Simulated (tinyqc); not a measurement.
## Delay unit and parasitic delay from two ring oscillators

Inverse problem. A ring of 51 inverters oscillates at 1/(2 x 51 d), with stage delay d = tau (h + p) for fan-out h. Find tau, p and the delay at fan-out 4.

frequencies of 51-stage ring oscillators with fan-out 2 and 4 (GHz): [0.59008225, 0.36698877]

Answer. d is a straight line in h with slope tau and intercept tau p.

tau = 5.05 ps
p = 1.29
delay at fan-out 4 = 26.7 ps

tinyqc, about 0.01 s, one thread, Intel Xeon 2.30GHz (shared host): `OMP_NUM_THREADS=1 python tinyqc.py 2082115 2082116 out.jsonl`
